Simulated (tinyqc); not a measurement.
Elastic strain and critical thickness of a cubic alloy layer A(1-x)B(x) on a thick substrate: one step, computed by the program tinyqc.

Strain is positive in tension. The layer is coherent with the substrate unless said otherwise.

Question. Isotropic constants and the prefactor A. Voigt averages: G = (C11 - C12 + 3 C44)/5, B = (C11 + 2 C12)/3, nu = (3 B - 2 G)/(2 (3 B + G)); b = a/sqrt(2). The 60-degree dislocation has cos alpha = 1/2, and cos lambda = sqrt(3)/6 on (111), for glide on an inclined {111} plane. Matthews-Blakeslee: h_c = A [ln(h_c/b) + 1], A = b (1 - nu cos^2 alpha)/(4 pi |f| (1 + nu) cos lambda), the factor 4 pi being that of a buried layer, with a dislocation at both interfaces.

Growth plane: (111). Layer: buried under a thick cap. Misfit dislocation: 60-degree.

elastic constants (GPa): C11 105.3956, C12 50.7236, C44 52.5432

free lattice constant a = 5.7988 angstrom

misfit f = -0.02514313

Give: shear modulus G; Poisson ratio nu; Burgers vector b; prefactor A.

Answer.

shear modulus G = 42.46032 GPa

Poisson ratio nu = 0.24453

Burgers vector b = 0.41004 nm

prefactor A = 3.3914 nm
